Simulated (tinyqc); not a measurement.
Across the gap: metal-induced gap states at the contact of a metal chain and a two-band chain.

The semiconductor alternates sites A at -Eg/2 and C at +Eg/2 with hopping -t; the gap runs from -Eg/2 to Eg/2. In the gap cosh(q a) = 1 + (Eg^2/4 - E^2)/(2 t^2) and the amplitude changes by -exp(-q a) a period. The metal has site energy 0 and hopping -tm; its end site has g_m = (E - i sqrt(4 tm^2 - E^2))/(2 tm^2). Sites 1, 2, ... count into the semiconductor, with energies e1, e2 alternating. The clean half chain has g1 = 1/(E - e1 - t^2 g2), g2 = 1/(E - e2 - t^2 g1), decaying root. With the contact G11 = 1/(1/g1 - tc^2 g_m), and the density on site j is -Im G_jj/pi = |psi_j/psi_1|^2 (-Im G11/pi), per spin, with psi_2/psi_1 = -t g2, psi_3/psi_2 = -t g1.

Inputs chosen for the exercise (gap and optical dielectric constant near those of SiC; the chain itself is a model; not measured data):
- Eg = 3.02 eV (gap)
- t = 2.32 eV (hopping in the semiconductor)
- tm = 2.78 eV (hopping in the metal)
- tc = 1.58 eV (hopping across the contact)
- end = A (site that touches the metal)
- a = 3.08 angstrom (period (two sites); one chain for each area a^2)

E = f Eg. Share on C: the part of the summed density that lies on C sites, whose orbitals make the conduction edge.

Gap states:
```
f      E (eV)  xi = 1/(2q) (angstrom)  D1 (1/eV)  D2 (1/eV)  sum (1/eV)  share on C
-0.48  -1.450                    8.46     0.2490     0.0042      0.8301       0.017
-0.40  -1.208                    3.97     0.1358     0.0102      0.2705       0.070
-0.30  -0.906                    2.99     0.0806     0.0120      0.1441       0.130
-0.15  -0.453                    2.52     0.0439     0.0128      0.0804       0.226
0.00    0.000                    2.41     0.0260     0.0137      0.0549       0.345
0.15    0.453                    2.52     0.0153     0.0154      0.0436       0.502
0.30    0.906                    2.99     0.0080     0.0192      0.0424       0.705
0.40    1.208                    3.97     0.0040     0.0247      0.0533       0.859
0.48    1.450                    8.46     0.0009     0.0365      0.1225       0.976
```

The decay length xi of the density is shortest at mid-gap, 2.41 angstrom, and grows to 8.5 near the edges. The summed density is least at f = 0.3 (0.0424) and largest at f = -0.48 (0.8301 1/eV). The share on C goes from 0.02 to 0.98 and passes one half near f = +0.148, a point that depends on which site ends the chain. The states turn from valence-like to conduction-like across the gap; the branch point, where the decay is fastest, lies at mid-gap in this symmetric chain and is the usual estimate of the neutrality level.

(tinyqc, `OMP_NUM_THREADS=1 python tinyqc.py 1482153 1482154 out.jsonl`, Intel(R) Xeon(R) Processor @ 2.30GHz, 1 thread, shared host, about 0.01 s.)
